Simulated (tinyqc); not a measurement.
Polar nitride quantum well with polarisation fields: one step. Built-in fields. Two cases, with inputs chosen for the exercise.

Task: Give both fields and the drop |F_w| Lw across the well.

In a periodic stack without free charge the potential drop over a period vanishes: F_w = (P_b - P_w) Lb/(eps0 (eps_w Lb + eps_b Lw)), F_b = -F_w Lw/Lb, eps0 = 8.8541878e-12 F/m; 1 MV/cm = 1e8 V/m = 0.01 V/angstrom.

Give: F_w; F_b; drop.

Case 1.

Values chosen (near those of an InGaN well in GaN; not measured data): Lw = 40 angstrom (well width); Lb = 45 angstrom (barrier width); eps_w = 11.2 (dielectric constant); eps_b = 10.3 (dielectric constant).

Layers:
```
layer         e_par  Ppz (C/m^2)   P (C/m^2)
well     -0.0250688    0.0286682  -0.0014318
barrier   0.0000000    0.0000000  -0.0338000
```

Result:

F_w = -1.796 MV/cm
F_b = 1.596 MV/cm
drop = 0.718 eV

Case 2.

Values chosen (near those of a GaN well in AlGaN; not measured data): Lw = 34 angstrom (well width); Lb = 60 angstrom (barrier width); eps_w = 10.4 (dielectric constant); eps_b = 10.1 (dielectric constant).

Layers:
```
layer        e_par  Ppz (C/m^2)   P (C/m^2)
well     0.0000000    0.0000000  -0.0352000
barrier  0.0069466   -0.0087214  -0.0536214
```

Result:

F_w = -1.290 MV/cm
F_b = 0.731 MV/cm
drop = 0.439 eV

Computed by tinyqc, one run a case: `OMP_NUM_THREADS=1 python tinyqc.py N N+1 out.jsonl` with N = 1250389, 1250580; one thread of a shared Intel(R) Xeon(R) Processor @ 2.30GHz, about 0.07 s a run at most.
